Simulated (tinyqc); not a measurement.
# Undoped symmetric double-gate MOSFET, analytic potential model: effect of the temperature

An undoped body of thickness ts between two equal insulators and tied gates; long channel, electrons only, n = ni exp((psi - V)/Vt) with V the quasi-Fermi potential (0 at the source, Vd at the drain), constant mobility, no quantisation. Across the body psi(x) = V - 2 Vt ln[(ts/(2 beta)) sqrt(q ni/(2 eps0 eps_r Vt)) cos(2 beta x/ts)], x from the centre. Q is the electron charge per area of the whole body.

Nc and Nv are given at 350 K and scale as (T/350 K)^1.5; Eg and mu are held fixed. ni = sqrt(Nc Nv) exp(-Eg/(2 Vt)), Eg in volts; r = eps_r tox/(eox ts); V0 = dphi + 2 Vt ln[(2/ts) sqrt(2 eps0 eps_r Vt/(q ni))]. beta (between 0 and pi/2) solves (Vg - V0 - V)/(2 Vt) = ln(beta) - ln(cos beta) + 2 r beta tan(beta). Q = 8 eps0 eps_r Vt beta tan(beta)/ts; I = mu (1/L)(4 eps0 eps_r/ts)(2 Vt)^2 [g(beta_s) - g(beta_d)] per width, g = beta tan(beta) - beta^2/2 + r beta^2 tan^2(beta), with beta_s at V = 0 and beta_d at V = Vd.  I(low) is taken at Vg = 0.09 V, Qs and I(high) at Vg = 0.84 V.

Values chosen for this exercise; material values close to those of silicon:
```
symbol    value        unit                                                         meaning
Eg         1.12          eV                                                        band gap
eps_r      11.7                                  relative permittivity of the semiconductor
Nc      3.49e19       cm^-3  conduction-band density of states at the reference temperature
Nv      3.39e19       cm^-3     valence-band density of states at the reference temperature
eox        22.6                                 relative permittivity of the gate insulator
tox          13          nm                                             insulator thickness
ts           12          nm                                                  body thickness
dphi      -0.12           V              gate work function less that of the intrinsic body
mu          390  cm^2/(V s)                                                channel mobility
L           0.1          um                                                     gate length
Vd            1           V                                                   drain voltage
```

Constants: q = 1.602176634e-19 C, kB = 1.380649e-23 J/K, Vt = kB T/q, eps0 = 8.8541878128e-14 F/cm where lengths are in cm. Results are converted to the units shown.

Effect of the temperature:

| T (K) | V0 (V) | I(low) (nA/um) | Qs(high) (nC/cm^2) | I(high) (uA/um) |
|---|---|---|---|---|
| 220 | 0.3788 | 0.002339 | 1163 | 1010 |
| 250 | 0.3691 | 0.02951 | 1174 | 1045 |
| 280 | 0.3593 | 0.2233 | 1186 | 1084 |
| 310 | 0.3492 | 1.172 | 1199 | 1125 |
| 340 | 0.3391 | 4.691 | 1214 | 1169 |
| 370 | 0.3289 | 15.26 | 1230 | 1216 |
| 400 | 0.3185 | 42.19 | 1247 | 1265 |
| 430 | 0.3081 | 102.5 | 1265 | 1316 |

What does the table show?

As T goes from 220 to 430 K, I(low) rises from 0.00234 to 102 nA/um and I(high) rises from 1010 to 1320 uA/um. V0 falls from 0.379 to 0.308 V. In every row the surface density at the source at the higher gate voltage passes 0.3 Nc, where Boltzmann statistics fail. In every row mu V/L at the higher gate voltage, with V the smaller of Vd and Vg - V0, passes 3e6 cm/s, so velocity saturation would lower the current. In every row the mobility is held fixed, though a real one changes with T.

Program tinyqc, `OMP_NUM_THREADS=1 python tinyqc.py 2440142 2440143 out.jsonl`; Intel Xeon 2.30GHz, shared host, one thread, about 0.02 s.
